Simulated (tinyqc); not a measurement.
Self-heating of a transistor with one or more fingers, with temperature-dependent conductivity: one step, computed by the program tinyqc. Command: `OMP_NUM_THREADS=1 python tinyqc.py 3009235 3009236 out.jsonl selfheat walk`. One thread of a shared host (Intel(R) Xeon(R) Processor @ 2.30GHz), about 0.05 s of CPU time with the checks.

N long parallel fingers lie on the top face of a slab whose bottom is held at T_0; the top is otherwise insulated, and heat flows in two dimensions. P in W/mm is 1000 P in W/m.

Task: Extra rise from ballistic phonons. Near a source smaller than the free path, Fourier's law overstates the flow. Rough estimate: a strip that emits phonons into a half space adds a resistance times area of 4 Lambda/(3 kappa_0), from the ballistic flux C v Delta T/4 with kappa_0 = C v Lambda/3, so Delta T_b = 4 Lambda P/(3 kappa_0 w); Knudsen number Lambda/w.

Inputs (values chosen for the exercise, modelled on indium phosphide):
```
quantity                                      value        unit
conductivity at the base temperature kappa_0   71.8     W/(m K)
power per gate width P                          1.2        W/mm
width of the heat source w                     0.56  micrometre
phonon free path Lambda                          91          nm
```

Power: power rises with temperature.

largest theta = 70.61728 K

Give: Knudsen number; ballistic rise Delta T_b; Delta T_b / largest theta.

Result:

Knudsen number = 0.1625

ballistic rise Delta T_b = 3.621 K

Delta T_b / largest theta = 0.05128

By this estimate the ballistic term is at most a fifth of the Fourier rise.
